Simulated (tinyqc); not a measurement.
Reverse leakage of an n+-p junction: diffusion, generation, trap-assisted and band-to-band tunnelling: two steps of the calculation.

One-sided abrupt junction in the depletion approximation, x from the junction (0) to W on the p side, field F = F0 (1 - x/W). Flat quasi-Fermi levels, long p side. Traps generate through SRH with both lifetimes shortened by 1 + Gamma (Hurkx enhancement, form for moderate fields); band-to-band generation is local and needs a total bending above Eg.

Inputs (values chosen for the exercise); band and dielectric values close to those of silicon: temperature T = 300 K; band gap Eg = 1.11 eV; relative permittivity eps_r = 11.9; conduction-band density of states at T Nc = 2.84e19 cm^-3; valence-band density of states at T Nv = 2.67e19 cm^-3; acceptor density of the lighter side Na = 6e17 cm^-3; donor density of the heavier side Nd = 1e20 cm^-3; SRH lifetime of both carriers at zero field tau = 8e-8 s; trap level above the intrinsic level Et = 0 eV; tunnelling mass mt = 0.27 m0; electron diffusion coefficient on the lighter side Dn = 12 cm^2/s; band-to-band prefactor Ab = 3.9e14 cm^-0.5 V^-2.5 s^-1; band-to-band field constant Bb = 1.96e7 V/cm; reverse bias VR = 0.5 V.

Constants: q = 1.602176634e-19 C, kB = 1.380649e-23 J/K, hbar = 1.054571817e-34 J s, m0 = 9.1093837015e-31 kg, Vt = kB T/q, eps0 = 8.8541878128e-14 F/cm where lengths are in cm. Results are converted to the units shown.

Task 1. Field, scales and diffusion current. ni = sqrt(Nc Nv) exp(-Eg/(2 Vt)), Eg in volts; Vbi = Vt ln(Na Nd/ni^2); W = sqrt(2 eps0 eps_r (Vbi + VR)/(q Na)); F0 = 2 (Vbi + VR)/W; FG = sqrt(24 mt m0 (kB T)^3)/(q hbar); J_diff = q ni^2 sqrt(Dn/tau)(1 - exp(-VR/Vt))/Na.

Find: ni; Vbi; W; F0; FG; J_diff.

Result 1.

ni = 1.307e10 cm^-3
Vbi = 1.044 V
W = 58.19 nm
F0 = 530.9 kV/cm
FG = 383.3 kV/cm
J_diff = 5.588e-13 A/cm^2

Task 2. Generation rates across the layer. u = (Vbi + VR)(1 - x/W)^2, p = Na exp(-u/Vt), n = Nd exp((u - Vbi - VR)/Vt); G0 = ni^2 (1 - exp(-VR/Vt))/(tau (n + p + 2 ni cosh(Et/Vt))); Gamma = 2 sqrt(3 pi)(F/FG) exp((F/FG)^2); trap-assisted part G0 Gamma; G_bb = Ab F^2.5 exp(-Bb/F) with F in V/cm, zero unless Vbi + VR > Eg. 16 equal steps.

ni = 1.3071492e10 cm^-3
Vbi = 1.0444210 V
W = 58.185514 nm
F0 = 530.86101 kV/cm
FG = 383.31186 kV/cm

Wanted: x; F; Gamma; G0; G0 Gamma; G_bb.

Result 2.

```
point  x (nm)  F (kV/cm)    Gamma  G0 (cm^-3 s^-1)  G0 Gamma (cm^-3 s^-1)  G_bb (1e12 cm^-3 s^-1)
0       0.000     530.86   57.888         2.1358e7               1.2364e9                  7.3937
1       3.637     497.68   43.022        2.9604e10              1.2736e12                  0.5368
2       7.273     464.50   32.312        2.5723e13              8.3114e14                  0.0271
3      10.910     431.32   24.509        1.1969e16              2.9334e17                  0.0009
4      14.546     398.15   18.759        8.0327e16              1.5069e18                  0.0000
5      18.183     364.97   14.474        8.1689e16              1.1824e18                  0.0000
6      21.820     331.79   11.242        8.1560e16              9.1693e17                  0.0000
7      25.456     298.61   8.7757        7.1553e16              6.2792e17                  0.0000
8      29.093     265.43   6.8677        9.6221e15              6.6082e16                  0.0000
9      32.729     232.25   5.3705        3.2789e14              1.7609e15                  0.0000
10     36.366     199.07   4.1760        1.5844e13              6.6164e13                  0.0000
11     40.003     165.89   3.2047        1.2165e12              3.8985e12                  0.0000
12     43.639     132.72   2.3966        1.4893e11              3.5692e11                  0.0000
13     47.276      99.54   1.7056        2.9077e10              4.9593e10                  0.0000
14     50.912      66.36   1.0953         9.0532e9               9.9157e9                  0.0000
15     54.549      33.18  0.53546         4.4953e9               2.4071e9                  0.0000
16     58.186       0.00        0         3.5597e9                      0                  0.0000
```

Range of the model: The n+ side is degenerate, so Vbi from Boltzmann statistics is only a guide.

tinyqc, about 0.01 s, one thread, Intel Xeon 2.30GHz (shared host): `OMP_NUM_THREADS=1 python tinyqc.py 2290041 2290042 out.jsonl`
